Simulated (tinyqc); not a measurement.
Worked calculation: thermal boundary conductance by the acoustic and diffuse mismatch models. Computed by tinyqc, a small Python program that keeps every step. Command: `OMP_NUM_THREADS=1 python tinyqc.py 3023347 3023348 out.jsonl kapitza walk`. One thread of a shared host (Intel(R) Xeon(R) Processor @ 2.30GHz), about 0.01 s of CPU time with the checks. Intermediate numbers are printed to about 6 digits and carried at full precision; extremes and crossings named in words are read from the listed rows.

Each side has one longitudinal and two transverse Debye branches, omega = v q up to q_D = (6 pi^2 n)^(1/3), with n counting all atoms. Scattering at the interface is elastic. Electrons are left out of G, also for metals. Melting is ignored. G refers to the temperatures of the phonons sent towards the interface. Linear branches over all atoms overstate G at high T, most for crystals with several atoms a cell.

Inputs (values chosen for the exercise, modelled on aluminium (side 1) and tungsten (side 2)): density rho_1 = 2.67 g/cm^3; longitudinal velocity vL_1 = 6390 m/s; transverse velocity vT_1 = 3110 m/s; atom density n_1 = 58.8 1/nm^3; conductivity kappa_1 = 231 W/(m K); density rho_2 = 19.5 g/cm^3; longitudinal velocity vL_2 = 5310 m/s; transverse velocity vT_2 = 2860 m/s; atom density n_2 = 61.4 1/nm^3; conductivity kappa_2 = 168 W/(m K); temperature T = 500 K; thickness d_1 = 6.4 nm; thickness d_2 = 9000 nm; heat flux J = 1 kW/cm^2.

Structure: film on a substrate.

Constants: hbar = 1.054571817e-34 J s; k_B = 1.380649e-23 J/K.

## Cut-off frequencies and impedances

omega_c = v q_D for each branch, given as hbar omega_c/k_B; impedance Z = rho v.

Branches:
```
branch     v (m/s)  cut-off (K)  Z (1e6 kg/(m^2 s))
L, side 1     6390      739.781             17.0613
T, side 1     3110      360.050              8.3037
L, side 2     5310      623.678            103.5450
T, side 2     2860      335.917             55.7700
```

## Acoustic mismatch: transmission of each branch

No mode conversion. t(theta) = 4 Z_1 Z_2 cos(theta_1) cos(theta_2)/N^2, with N = Z_2 cos(theta_1) + Z_1 cos(theta_2) for L (the form for pressure waves) and N = Z_1 cos(theta_1) + Z_2 cos(theta_2) for both T branches (the form for shear waves polarised along the interface); sin(theta_2) = (v_2/v_1) sin(theta_1), and t = 0 beyond the critical angle arcsin(v_1/v_2); the mean over the incoming flux is alpha = 2 int t sin(theta_1) cos(theta_1) d theta_1 (64 Gauss-Legendre points).

Transmission:
```
branch  t at normal incidence  largest angle from side 1 (deg)  alpha, 1 to 2  alpha, 2 to 1
L                    0.485804                               90       0.577429       0.398736
T                    0.451204                               90       0.402381       0.340290
```

For L waves from side 1 no critical angle exists, and the mean 0.58 stays near the normal-incidence 0.49. For T waves from side 1 no critical angle exists, and the mean 0.40 stays near the normal-incidence 0.45.

## Diffuse mismatch: transmission at low frequency

A phonon forgets its side and branch: alpha(1 to 2) = S_2/(S_1 + S_2), S_i = 1/vL_i^2 + 2/vT_i^2.

S_1 = 2.31271e-07 s^2/m^2

S_2 = 2.79977e-07 s^2/m^2

diffuse alpha, 1 to 2 = 0.547634

## Boundary conductance

G = (k_B^4 T^3/(8 pi^2 hbar^3)) int W(x) x^4 e^x/(e^x - 1)^2 dx, x = hbar omega/(k_B T). Acoustic mismatch: W = sum over the three branches of alpha(1 to 2)/v_1^2, each up to the lower of its two cut-offs. Diffuse mismatch: W = S_1 S_2/(S_1 + S_2), where S_i sums 1/v^2 over the branches of side i still below their cut-off. Radiation limit: W = min(S_1, S_2). The integral is split at the four cut-offs (64 Gauss-Legendre points a piece, x at most 45). Boundary resistance R = 1/G and Kapitza length kappa_2/G use the diffuse value.

G, acoustic mismatch = 819.009 MW/(m^2 K)

G, diffuse mismatch = 987.470 MW/(m^2 K)

G, radiation limit = 1734.35 MW/(m^2 K)

boundary resistance R = 1.01269 m^2 K/GW

Kapitza length in side 2 = 170.132 nm

The diffuse value is 1.21 times the acoustic one and 57 % of the radiation limit. Diffuse scattering raises G here: it ignores the impedance mismatch and lets phonons change direction and branch. Caution: at this temperature short waves carry the heat; linear branches up to q_D overstate their velocity, and inelastic processes, left out here, grow with T.

## Conductance against temperature

The formulas are those given above.

G (MW/(m^2 K)):
```
T (K)  acoustic mismatch  diffuse mismatch  radiation limit
2             0.00793764         0.0103272        0.0188579
5               0.124026          0.161363         0.294655
10              0.992205           1.29091          2.35724
20               7.93628           10.3256          18.8547
40               59.5338           77.5075          141.167
80               261.659           335.991          603.582
150              540.407           670.946          1188.99
300              752.708           913.282          1606.96
600              831.499           1001.38          1758.21
1000             850.303           1022.29          1794.07
```

All three follow T^3 at the cold end (exponent 3.00 for the diffuse model) and flatten at high T (exponent 0.04 at the hot end); the lowest cut-off is 336 K. The ratio of diffuse to acoustic goes from 1.30 to 1.20. The plateau is set by the frequencies that both sides share.

## Temperature rise through the stack

In series: Delta T = J (d_1/kappa_1 + R + d_2/kappa_2), with bulk conductivities in the layers and one-dimensional flow.

temperature drops (K): film 2.77056e-04, interface 0.0101269, substrate 0.535714

total rise Delta T = 0.546118 K

interface share of film plus interface = 0.973370

The substrate takes the largest drop, 98 % of the total. Caution: R from emitted-phonon temperatures is too large for use in series with Fourier layers, by up to a factor of about 2. Caution: layers this thin are often below the phonon free path, where bulk conductivities and independent interfaces no longer hold.

Checks made by the program: detailed balance alpha_12/v_1^2 = alpha_21/v_2^2 (relative difference below 1e-10); low-temperature limit G = pi^2 k_B^4 T^3 alpha S_1/(30 hbar^3) (relative difference below 1e-10).
